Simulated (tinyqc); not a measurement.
Comparisons within one model: two-band k.p model of the Delta valleys near the X point under shear strain. A value that a table varies takes the place of the one given here.

Valley pair on the [001] axis, kz counted from the X point, c = hbar^2/2m0, k0 = kx0 2 pi/a. H = (c kz^2/ml + c (kx^2 + ky^2)/mt + c k0^2/ml) 1 + (2 c k0 kz/ml) sigma_z + (D exy - 2 c kx ky/Mp) sigma_x, so E = c kz^2/ml + c (kx^2 + ky^2)/mt + c k0^2/ml -/+ sqrt((2 c k0 kz/ml)^2 + (D exy - 2 c kx ky/Mp)^2). Without strain the lower band has its minima, E = 0, at kz = +/- k0. Shifts from diagonal strain are left out.

For |eta| < 1: k_min = k0 sqrt(1 - eta^2), E_min = -Delta eta^2/2, ml(eta) = ml/(1 - eta^2), 1/m[110] = 1/mt + eta/Mp, 1/m[1-10] = 1/mt - eta/Mp. For |eta| > 1 the minimum sits at X: E_min = -Delta (2 |eta| - 1)/2, ml(eta) = ml/(1 - 1/|eta|), and eta is replaced by its sign in the transverse masses. Here Delta = 2 c k0^2/ml and eta = D exy/Delta.

s11 = (C11 + C12)/((C11 - C12)(C11 + 2 C12)), s12 = -C12/((C11 - C12)(C11 + 2 C12)), s44 = 1/C44; exx = s11 sxx + s12 (syy + szz) and cyclic, exy = s44 sxy/2; tension is positive. A uniaxial stress X along the unit vector n is s_ij = X n_i n_j.

Constants: hbar^2/2m0 = 3.80998211 eV angstrom^2; kB = 8.617333262e-05 eV/K.

Values chosen for the exercise (near those of Si; the results hold for these values, not for the real material):
- a = 5.441 angstrom (lattice constant)
- ml = 0.889 m0 (longitudinal mass)
- mt = 0.199 m0 (transverse mass)
- kx0 = 0.151 2 pi/a (distance of the minimum from X)
- D = 13.5 eV (shear deformation potential)
- Mp = 0.238 m0 (coupling mass)
- C11 = 165.1 GPa
- C12 = 65.1 GPa
- C44 = 79.7 GPa
- Xu = 8.75 eV (uniaxial potential)
- T = 400 K (temperature)
- exy = 0.0011 (shear strain)

## Sweep of the shear strain

Delta = 2 c k0^2/ml, eta = D exy/Delta.

The minimum:

| exy | eta | k_min/k0 | E_min (meV) | ml(eta) | m[110] | m[1-10] | density-of-states mass |
|---|---|---|---|---|---|---|---|
| 0.0000 | 0.000 | 1.000 | 0.0 | 0.889 | 0.1990 | 0.1990 | 0.328 |
| 0.0019 | 0.098 | 0.995 | -1.3 | 0.898 | 0.1839 | 0.2168 | 0.330 |
| 0.0048 | 0.249 | 0.969 | -8.1 | 0.948 | 0.1647 | 0.2512 | 0.340 |
| 0.0097 | 0.502 | 0.865 | -32.9 | 1.189 | 0.1401 | 0.3432 | 0.385 |
| 0.0145 | 0.751 | 0.660 | -73.5 | 2.040 | 0.1222 | 0.5350 | 0.511 |
| 0.0174 | 0.901 | 0.433 | -105.9 | 4.738 | 0.1135 | 0.8077 | 0.757 |
| 0.0232 | 1.202 | 0.000 | -182.9 | 5.295 | 0.1084 | 1.2144 | 0.887 |
| 0.0309 | 1.601 | 0.000 | -286.8 | 2.369 | 0.1084 | 1.2144 | 0.678 |

The valleys reach X at eta = 1, that is exy = 0.0193. The shift is quadratic up to eta = 1 (-8.1 meV at eta = 0.25, -32.9 meV at 0.50) and linear beyond, while 1/m[110] rises linearly, taking m[110] from 0.199 to its floor 0.1084, a gain of 84 % in 1/m. ml(eta) diverges at eta = 1; the largest value listed is 5.30. A deformation-potential model with fixed masses misses all of this.

## Tension along [110]: repopulation and mass change

The z valleys move against the x and y valleys by Xu (ezz - exx) and, through the shear, by E_min. Share of the z valleys n = w/(w + 2 exp(dE/kT)), dE the total relative shift, w = sqrt(ml(eta) m[110] m[1-10]/(ml mt^2)). Along [110]: 1/m_c = n/m[110] + (1 - n)(1/ml + 1/mt)/2. Fixed masses means E_min = 0, w = 1, m[110] = mt. Gains are against 3/(1/ml + 2/mt) at a fixed scattering time.

Results:

| X (GPa) | Xu (ezz - exx) (meV) | E_min (meV) | m[110] | m_c fixed masses | m_c with shear | gain fixed (%) | gain with shear (%) |
|---|---|---|---|---|---|---|---|
| 0.00 | 0.0 | 0.0 | 0.1990 | 0.2685 | 0.2685 | 0.0 | 0.0 |
| 0.25 | -10.9 | -0.2 | 0.1925 | 0.2585 | 0.2537 | 3.9 | 5.8 |
| 0.50 | -21.9 | -0.9 | 0.1863 | 0.2487 | 0.2378 | 8.0 | 12.9 |
| 1.00 | -43.8 | -3.4 | 0.1752 | 0.2313 | 0.2069 | 16.1 | 29.8 |
| 1.50 | -65.6 | -7.7 | 0.1653 | 0.2185 | 0.1818 | 22.9 | 47.7 |
| 2.00 | -87.5 | -13.8 | 0.1565 | 0.2101 | 0.1640 | 27.8 | 63.7 |
| 3.00 | -131.2 | -31.0 | 0.1414 | 0.2023 | 0.1425 | 32.7 | 88.4 |

At 1 GPa repopulation alone gives 16.1 % and the shear terms raise it to 29.8 %. From 2 to 3 GPa the fixed-mass gain grows by 4.9 points, towards its ceiling of 34.9 % when all electrons sit in the z valleys, whereas the gain with shear grows by 24.6 points because m[110] keeps falling.

## What each parameter does

Delta = 2 c k0^2/ml, eta = D exy/Delta. Each row changes one parameter from the base and keeps the others.

Results:

| case | eta | E_min (meV) | ml(eta) (m0) | m[110] (m0) | m[1-10] (m0) |
|---|---|---|---|---|---|
| base | 0.0570 | -0.42 | 0.8919 | 0.1900 | 0.2090 |
| ml = 0.82677 m0 | 0.0530 | -0.39 | 0.8291 | 0.1906 | 0.2082 |
| mt = 0.21293 m0 | 0.0570 | -0.42 | 0.8919 | 0.2026 | 0.2244 |
| kx0 = 0.14043 2 pi/a | 0.0659 | -0.49 | 0.8929 | 0.1886 | 0.2106 |
| D = 14.445 eV | 0.0610 | -0.48 | 0.8923 | 0.1893 | 0.2097 |
| Mp = 0.25466 m0 | 0.0570 | -0.42 | 0.8919 | 0.1905 | 0.2083 |
| exy = 0.00102 | 0.0528 | -0.36 | 0.8915 | 0.1906 | 0.2082 |

The largest shifts from the base row, up to three for each result and ties (the steps differ in size, so this ranks the rows, not the parameters). eta: kx0 +0.0089, exy -0.0041, ml -0.0040, D +0.0040; unchanged at the printed digits by mt and Mp. E_min (meV): kx0 -0.07, D -0.06, exy +0.06; unchanged at the printed digits by mt and Mp. ml(eta) (m0): ml -0.0628, kx0 +0.0010, D +0.0004, exy -0.0004; unchanged at the printed digits by mt and Mp. m[110] (m0): mt +0.0127, kx0 -0.0013, exy +0.0006, ml +0.0006, D -0.0006, Mp +0.0006. m[1-10] (m0): mt +0.0154, kx0 +0.0016, exy -0.0008.

Run: tinyqc, `OMP_NUM_THREADS=1 python tinyqc.py 1050431 1050432 out.jsonl`; Intel(R) Xeon(R) Processor @ 2.30GHz, one thread, shared host; about 0.01 s of CPU time with all checks.
